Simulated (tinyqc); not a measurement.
On-chip power grid, static voltage drop by conjugate gradients: two steps of the calculation.

A grid of 4 rows and 3 columns, node k = 3 row + column. Neighbours in a row are joined by Rx, in a column by Ry; pad nodes, which reach the supply through Rp: 0. Each node draws I0, node 8 draws kh I0. The drops u = Vdd - V solve G u = i, with G the conductance matrix (1/Rp added on the diagonal at pad nodes).

Inputs (values chosen for the exercise): supply voltage Vdd = 1 V; resistance of a horizontal segment Rx = 1.3 ohm; resistance of a vertical segment Ry = 0.39 ohm; resistance from a pad node to the supply Rp = 0.12 ohm; load current of an ordinary node I0 = 5.5 mA; factor on the load at the hot node kh = 5.

Task 1. Conjugate-gradient step. q = G p; a = (r.r)/(p.q); u(new) = u + a p; r(new) = r - a q; b = (r.r)(new)/(r.r); p(new) = r(new) + b p.

u at the start (mV):

|  | col 0 | col 1 | col 2 |
|---|---|---|---|
| row 0 | 0 | 0 | 0 |
| row 1 | 0 | 0 | 0 |
| row 2 | 0 | 0 | 0 |
| row 3 | 0 | 0 | 0 |

r at the start (mA):

|  | col 0 | col 1 | col 2 |
|---|---|---|---|
| row 0 | 5.5 | 5.5 | 5.5 |
| row 1 | 5.5 | 5.5 | 5.5 |
| row 2 | 5.5 | 5.5 | 27.5 |
| row 3 | 5.5 | 5.5 | 5.5 |

p at the start (mA):

|  | col 0 | col 1 | col 2 |
|---|---|---|---|
| row 0 | 5.5 | 5.5 | 5.5 |
| row 1 | 5.5 | 5.5 | 5.5 |
| row 2 | 5.5 | 5.5 | 27.5 |
| row 3 | 5.5 | 5.5 | 5.5 |

Wanted: q; a; u after iteration 1; r after iteration 1; b; p after iteration 1.

Result 1.

q (mA S):

|  | col 0 | col 1 | col 2 |
|---|---|---|---|
| row 0 | 45.83 | 0.00 | 0.00 |
| row 1 | 0.00 | 0.00 | -56.41 |
| row 2 | 0.00 | -16.92 | 129.74 |
| row 3 | 0.00 | 0.00 | -56.41 |

a = 0.35056 ohm

u after iteration 1 (mV):

|  | col 0 | col 1 | col 2 |
|---|---|---|---|
| row 0 | 1.9281 | 1.9281 | 1.9281 |
| row 1 | 1.9281 | 1.9281 | 1.9281 |
| row 2 | 1.9281 | 1.9281 | 9.6404 |
| row 3 | 1.9281 | 1.9281 | 1.9281 |

r after iteration 1 (mA):

|  | col 0 | col 1 | col 2 |
|---|---|---|---|
| row 0 | -10.567 | 5.500 | 5.500 |
| row 1 | 5.500 | 5.500 | 25.275 |
| row 2 | 5.500 | 11.433 | -17.983 |
| row 3 | 5.500 | 5.500 | 25.275 |

b = 1.8872

p after iteration 1 (mA):

|  | col 0 | col 1 | col 2 |
|---|---|---|---|
| row 0 | -0.188 | 15.880 | 15.880 |
| row 1 | 15.880 | 15.880 | 35.655 |
| row 2 | 15.880 | 21.812 | 33.916 |
| row 3 | 15.880 | 15.880 | 35.655 |

Task 2. Worst drop, pad currents and power lost. Pad current u/Rp; worst drop as a share of Vdd; power lost in the grid and pads sum_k i_k u_k; power delivered sum_k i_k (Vdd - u_k).

converged u (mV):

|  | col 0 | col 1 | col 2 |
|---|---|---|---|
| row 0 | 10.560000 | 48.767069 | 65.016033 |
| row 1 | 31.272879 | 53.209500 | 67.745722 |
| row 2 | 43.259773 | 57.727050 | 72.691278 |
| row 3 | 48.761483 | 59.950516 | 71.401102 |

Wanted: worst drop; share of Vdd; pad currents; power lost; power delivered.

Result 2.

worst drop = 72.69 mV
share of Vdd = 7.269 %
pad currents (mA): node 0 88.00
power lost = 5.066 mW
power delivered = 82.93 mW

The pad currents add up to the total load, 88.00 mA. The worst drop is at node 8; the hot node is 8.

Computed by the program tinyqc: `OMP_NUM_THREADS=1 python tinyqc.py 2770157 2770158 out.jsonl`, one thread of a shared Intel Xeon 2.30GHz, about 0.1 s for the whole run.
